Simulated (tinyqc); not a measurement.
Graded p-n junction, non-linear Poisson equation by Newton steps: one step of the calculation.

One dimension, p side on the left, n side on the right; net doping C = (Nd - Na)/2 + ((Nd + Na)/2) tanh(x/Lg). The potential psi is counted from the intrinsic level, and the quasi-Fermi potentials are flat: 0 for holes and -V for electrons, so n = ni exp((psi + V)/Vt) and p = ni exp(-psi/Vt) (Boltzmann statistics, full ionisation, no current).

Task. Densities, residual and Jacobian diagonal. n_i = ni exp((psi_i + V)/Vt), p_i = ni exp(-psi_i/Vt), rho_i = p_i - n_i + C_i, g_i = (n_i + p_i)/Vt. Box widths w_i = (h_(i-1) + h_i)/2 in cm. Residual F_i = a_i (psi_(i+1) - psi_i) - a_(i-1) (psi_i - psi_(i-1)) + q rho_i w_i; Jacobian: a_(i-1) and a_i beside the diagonal, b_i = -a_(i-1) - a_i - q g_i w_i on it. The two end nodes are fixed.

Inputs (values chosen for the exercise): temperature T = 300 K; bias of the p side against the n side V = 0 V.

Constants: q = 1.602176634e-19 C, kB = 1.380649e-23 J/K, Vt = kB T/q. Results are converted to the units shown.

```
node,x (nm),psi after iteration 2 (V),net doping C (cm^-3)
0,-2800,-0.60527986,-2.8999991e16
1,-1950,-0.61112585,-2.8999130e16
2,-1250,-0.61631181,-2.8961782e16
3,-669,-0.58552061,-2.8138666e16
4,-195,-0.50732427,-2.0497081e16
5,195,-0.42818166,-4.6029185e15
6,672,-0.31578279,3.0521637e15
7,1250,0.02337106,3.8617819e15
8,1970,0.19496845,3.8992192e15
9,2840,0.37639730,3.8999929e15
10,3900,0.55341250,3.9000000e15
```

```
interval,coupling a_i (F/cm^2)
0,1.3541699e-8
1,1.6443492e-8
2,1.9811436e-8
3,2.4283637e-8
4,2.9513959e-8
5,2.4130910e-8
6,1.9914263e-8
7,1.5986728e-8
8,1.3230396e-8
9,1.0858910e-8
```

ni = 1.9685381e6 cm^-3

Wanted: n; p; residual F; diagonal b.

Result.

```
node,n (cm^-3),p (cm^-3)
0,1.3363e-4,2.9000e16
1,1.0658e-4,3.6359e16
2,8.7209e-5,4.4435e16
3,2.8697e-4,1.3504e16
4,0.0059084,6.5587e14
5,0.12619,3.0710e13
6,9.7550,3.9725e11
7,4.8614e6,7.9713e5
8,3.7108e9,1044.3
9,4.1432e12,0.93529
10,3.9000e15,9.9363e-4
```

```
node,residual F (1e-7 C/cm^2),diagonal b (F/cm^2)
1,0.9137,-1.7493e-5
2,1.5948,-1.7675e-5
3,-1.2240,-4.4587e-6
4,-1.3689,-2.2939e-7
5,-0.3138,-6.1895e-8
6,0.2984,-4.4175e-8
7,0.3614,-3.5901e-8
8,0.4932,-2.9219e-8
9,0.5976,-2.6567e-8
```

tinyqc, about 0.04 s, one thread, Intel Xeon 2.30GHz (shared host): `OMP_NUM_THREADS=1 python tinyqc.py 2000161 2000162 out.jsonl`
